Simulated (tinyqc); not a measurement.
Tight binding, honeycomb lattice, step by step. One step of it, computed by the program tinyqc.

Problem. Levels at k. Diagonalise the Hermitian matrix.

H(k) at k (eV):
```
,A,B
A,0.000000,-8.550063+2.201385i
B,-8.550063-2.201385i,0.000000
```

Give: eigenvalues; weights |c|^2 of the basis functions.

Solution.

eigenvalues (eV): -8.8289  8.8289

weights |c|^2 of the basis functions:
```
,band 1,band 2
A,0.5000,0.5000
B,0.5000,0.5000
```
